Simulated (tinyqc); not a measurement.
Tunnelling through a gate dielectric, WKB transmission and Tsu-Esaki current: two steps of the calculation.

Electrons leave the emitter at x = 0. Energies E (motion across the layers) are in eV from the emitter Fermi level; the collector Fermi level lies at -V and offers states at every E. No charge in the dielectric and no image force: F1 = V/t1, U = phi1 - F1 x. With C = hbar^2/(2 m0), kappa = sqrt(m (U - E)/C) where U > E and 0 elsewhere; T(E) = exp(-S), S = 2 times the integral of kappa over x.

Values chosen for this exercise; dielectric values close to those of silicon dioxide:
- phi1 = 2.97 eV (barrier of layer 1 above the emitter Fermi level at zero bias)
- m1 = 0.5 m0 (tunnelling mass of layer 1)
- t1 = 3.1 nm (thickness of layer 1)
- V = 1.4 V (voltage across the dielectric)
- E = -0.19 eV (energy of the electron followed)
- nc = 5 (cells in each layer)

Constants: q = 1.602176634e-19 C, hbar = 1.054571817e-34 J s, m0 = 9.1093837015e-31 kg, hbar^2/(2 m0) = 0.0380998212 eV nm^2. Results are converted to the units shown.

Task 1. WKB exponent by the midpoint rule. Cut each layer into nc equal cells, take U and kappa at the cell centres, and sum S = 2 sum kappa h.

Wanted: x; U; kappa; S; T(E).

Result 1.

```
cell  x (nm)  U (eV)  kappa (1/nm)
0     0.3100  2.8300        6.2955
1     0.9300  2.5500        5.9965
2     1.5500  2.2700        5.6819
3     2.1700  1.9900        5.3487
4     2.7900  1.7100        4.9934
```

S = 35.112
T(E) = 5.6378e-16

Task 2. WKB exponent in closed form. Each layer adds (2/F) sqrt(m/C) [G(u at its left edge) - G(u at its right edge)] to S, with u = U - E (0 where negative) and G(u) = (2/3) u^1.5. The slope follows from 1/d = -dS/dE.

Give: S; T(E); energy d over which T(E) grows by a factor e.

Result 2.

S = 35.11
T(E) = 5.666e-16
energy d over which T(E) grows by a factor e = 0.1382 eV

The midpoint rule gives S = 35.112, so its T(E) is 0.50 % below this value. The band edge stays above E through the whole stack: direct tunnelling through a trapezoid.

Program tinyqc, `OMP_NUM_THREADS=1 python tinyqc.py 2540083 2540084 out.jsonl`; Intel Xeon 2.30GHz, shared host, one thread, about 0.03 s.
